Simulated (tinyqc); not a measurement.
Changing the sheet density n: scattering of inversion-layer electrons by surface optical phonons of the gate insulator (remote phonon scattering). Computed by tinyqc, a small Python program. Command: `OMP_NUM_THREADS=1 python tinyqc.py 3112126 3112127 out.jsonl sophonon sweep`. One thread of a shared host (Intel(R) Xeon(R) Processor @ 2.30GHz), about 0.02 s of CPU time with the checks.

One subband with the Fang-Howard envelope; insulator and channel are half-spaces, the gate is far away, and an interlayer only moves the polar surface away by t (its own modes and its permittivity contrast are left out).

Inputs (values chosen for the exercise, modelled on HfO2 on silicon):
```
quantity                                 value        unit
static constant of the insulator eps_0s   21.8           -
intermediate constant eps_i               6.45           -
optical constant eps_inf                  4.98           -
hbar omega_TO1                            12.3         meV
hbar omega_TO2                            49.6         meV
constant of the channel eps_s             11.7           -
in-plane mass m                          0.189         m_0
valleys g_v                                  2           -
mean distance of the electrons z0 = 3/b    2.3          nm
interlayer thickness t                       0          nm
temperature T                              200           K
mobility from other processes              280  cm^2/(V s)
```

Screening by the channel electrons: none.

Constants: k_B = 8.617333262e-05 eV/K; hbar^2/(2 m_0) = 3.80998212 eV angstrom^2; e^2/(4 pi eps_0) = 14.39964548 eV angstrom; hbar = 6.582119569e-16 eV s; e = 1.602176634e-19 C; m_0 = 9.1093837015e-31 kg.

Method:
- eps(w) = eps_inf + (eps_0s - eps_i) w1^2/(w1^2 - w^2) + (eps_i - eps_inf) w2^2/(w2^2 - w^2). Surface modes solve eps(w) + eps_s = 0, a quadratic in w^2; the strength of a mode is g = 2/(w d eps/dw).
- Occupation N = 1/(exp(hbar w/(k_B T)) - 1).
- Density of states D = g_v m/(pi hbar^2); eta = E_F/(k_B T) = ln(exp(n/(D k_B T)) - 1); screening wave number q_s = e^2 D/(2 eps_0 eps_avg) x 1/(1 + exp(-eta)), eps_avg = (eps_s + eps_inf)/2; b = 3/z0.
- For a mode of strength g, without the occupation factor, Area x |M(q)|^2 = e^2 hbar w g/(2 eps_0 q) x (b/(b + q))^6 exp(-2 q t).
- Approximate momentum relaxation rate, taking tau v alike in the initial and final states: 1/tau = (m/(2 pi hbar^3)) sum over modes and over absorption (N, E' = E + hbar w) and emission (N + 1, E' = E - hbar w > 0) of [(1 - f(E'))/(1 - f(E))] int_0^(2 pi) Area |M(q)|^2 (1 - cos theta) d theta, q^2 = k^2 + k'^2 - 2 k k' cos theta, f the Fermi function; 48 midpoints in theta from 0 to pi.
- mu = (e/m) int tau E f (1 - f) dE/(k_B T int f dE), by 300 midpoints from 0 to (max(eta, 0) + 14) k_B T; Matthiessen sum with the other processes.

One run for each value:
```
sheet density n (1/cm^2)  remote-phonon mobility (cm^2/(V s))      eta  q_s (1/nm)
2.00e+11                                               2127.0  -2.5736      0.1214
3.60e+11                                               2127.0  -1.9559      0.2123
6.40e+11                                               2132.4  -1.3275      0.3590
1.20e+12                                               2164.6  -0.5903      0.6108
2.10e+12                                               2288.6   0.1513      0.9212
3.70e+12                                               2623.8   1.0629      1.2732
6.70e+12                                               3697.1   2.3728      1.5669
1.20e+13                                               6396.1   4.3973      1.6922
```

What does the table show, and why?

Over the rows, remote-phonon mobility (cm^2/(V s)) goes from 2130 through a minimum among these rows, 2130 at 3.60e11, to 6400; eta rises from -2.57 to 4.40; q_s (1/nm) rises from 0.121 to 1.69 (exponent d ln y / d ln x 0.95 between the first rows and 0.13 between the last). z0 is held fixed, although a denser layer lies closer to the interface.

Caution (all rows): a relaxation time is only an approximation for inelastic scattering, and static or no screening brackets the true dynamic screening only roughly.

Extremes, crossings and ranges named in words are read from the listed rows.
